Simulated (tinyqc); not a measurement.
Worked calculation: self-heating of a transistor with one or more fingers, with temperature-dependent conductivity. Computed by tinyqc, a small Python program that keeps every step. Command: `OMP_NUM_THREADS=1 python tinyqc.py 3021799 3021800 out.jsonl selfheat walk`. One thread of a shared host (Intel(R) Xeon(R) Processor @ 2.30GHz), about 0.08 s of CPU time with the checks. Intermediate numbers are printed to about 5 digits and carried at full precision; extremes and crossings named in words are read from the listed rows.

N long parallel fingers lie on the top face of a slab whose bottom is held at T_0; the top is otherwise insulated, and heat flows in two dimensions. P in W/mm is 1000 P in W/m.

Inputs (values chosen for the exercise, modelled on gallium nitride):
```
quantity                                      value           unit
conductivity at the base temperature kappa_0    154        W/(m K)
exponent m in kappa ~ T^-m                     1.32              -
base temperature T_0                            358              K
power per gate width P                         0.67           W/mm
fingers N                                         5              -
finger pitch s                                   11     micrometre
width of the heat source w                     0.18     micrometre
substrate thickness t                           170     micrometre
phonon free path Lambda                         110             nm
heat capacity C                                3.09  1e6 J/(m^3 K)
pulse length                                   0.66    microsecond
power coefficient beta                          1.3         1e-3/K
```

Power: power rises with temperature.

## Geometry factors

A line source of power P on the top face raises the top at distance x by (P/(pi kappa_0)) g(x), g(x) = -ln tanh(pi x/(4 t)) (the image sum for the slab). On a strip of width w the centre sees the mean of g over the strip, g_0 = 1 + ln(8 t/(pi w)) for w much below t.

own factor g_0 = 8.7853

g(j s), j = 1..7: 2.9803  2.2898  1.8886  1.6068  1.3912  1.2180  1.0745

## Linear temperature rise of each finger

theta_i = (P/(pi kappa_0)) [g_0 + sum over j != i of g(|i - j| s)], with equal powers and constant conductivity; thermal resistance = largest theta/P.

theta of each finger (K): 24.305  26.207  26.763  26.207  24.305

largest theta = 26.763 K

thermal resistance = 39.945 K mm/W

The neighbours supply 55 % of the rise of the hottest finger, which runs 2.5 K above the outer ones. Caution: the source is narrower than two phonon free paths, so the Fourier result understates the rise at the source.

## Correction for the falling conductivity

Kirchhoff transformation for kappa = kappa_0 (T/T_0)^-m: T = T_0 [1 - (m - 1) theta/T_0]^(-1/(m - 1)), where theta is the linear rise. The bracket vanishes at the power P T_0/((m - 1) theta).

peak temperature = 386.14 K

true rise = 28.139 K

true rise / linear rise = 1.0514

power at which the formula diverges = 28.007 W/mm

The falling conductivity adds 5.1 % to the rise.

## Extra rise from ballistic phonons

Near a source smaller than the free path, Fourier's law overstates the flow. Rough estimate: a strip that emits phonons into a half space adds a resistance times area of 4 Lambda/(3 kappa_0), from the ballistic flux C v Delta T/4 with kappa_0 = C v Lambda/3, so Delta T_b = 4 Lambda P/(3 kappa_0 w); Knudsen number Lambda/w.

Knudsen number = 0.61111

ballistic rise Delta T_b = 3.5450 K

Delta T_b / largest theta = 0.13246

By this estimate the ballistic term is at most a fifth of the Fourier rise.

## Electrothermal feedback

The power follows P [1 + beta (T - T_0)] with T the peak temperature, for all fingers alike. Start at T_0 and repeat; stop when T changes by less than 1e-6 K, after 50 steps, or when the bracket falls below 0.05.

Iterations:
```
step  power (W/mm)   T (K)  change (K)
1          0.67000  386.14  2.8139e+01
2          0.69451  387.22  1.0839e+00
3          0.69545  387.27  4.1828e-02
4          0.69549  387.27  1.6143e-03
5          0.69549  387.27  6.2304e-05
6          0.69549  387.27  2.4046e-06
7          0.69549  387.27  9.2804e-08
```

converged (1 yes, 0 no) = 1

peak temperature with feedback = 387.27 K

Converged in 7 steps; feedback adds 1.1 K.

## Rise at the end of a pulse

After switching on, theta(tau) = (P D/kappa_0) int_0^tau X(u) Z(u) du at the hottest finger, D = kappa_0/C; X = sum over fingers at distance x of [erf((x + w/2)/r) - erf((x - w/2)/r)]/(2 w), Z = sum_(j=-200..200) (-1)^j exp(-(2 j t/r)^2)/sqrt(pi D u), r = 2 sqrt(D u); trapezoid rule on 300 points evenly spaced in ln u from u_0 = 1e-3 min(tau, w^2/D) to tau, plus the exact piece 2 sqrt(u_0/(pi D))/w below u_0. Conductivity and power are held at their base values here, and Fourier's law is used even where the diffusion length is near a phonon free path.

diffusivity D = 49.838 micrometre^2/microsecond

diffusion length sqrt(D tau) = 5.7353 micrometre

linear rise after the pulse = 8.0548 K

share of the steady rise = 0.301

## Rise against time

The formulas are those given above.

Heating curve:
```
time (microsecond)  sqrt(D time) (micrometre)  rise (K)  share of the steady rise
5.80e-04                              0.17002     2.842                    0.1062
0.0058                                0.53764     4.422                    0.1652
0.058                                  1.7002    6.0149                    0.2247
0.58                                   5.3764    7.8946                     0.295
5.8                                    17.002    12.602                    0.4709
29                                     38.017    17.651                    0.6595
120                                    77.334    22.451                    0.8389
350                                    132.07    25.597                    0.9564
870                                    208.23    26.672                    0.9966
```

Half the steady rise is reached between 5.8 and 29 microseconds, and the last row holds 99.7 % of it; the slowest time constant is 4 t^2/(pi^2 D) = 235 microseconds. While the diffusion length lies between w and the pitch or thickness, the rise grows as the logarithm of time; once it nears the pitch of 11 micrometre the neighbours add their heat.

Checks made by the program: g(s) against the alternating image sum (relative difference 4e-07); Kirchhoff integral of kappa/kappa_0 from T_0 to T (relative difference below 1e-10); long-time limit against the steady rise (relative difference 2e-05).
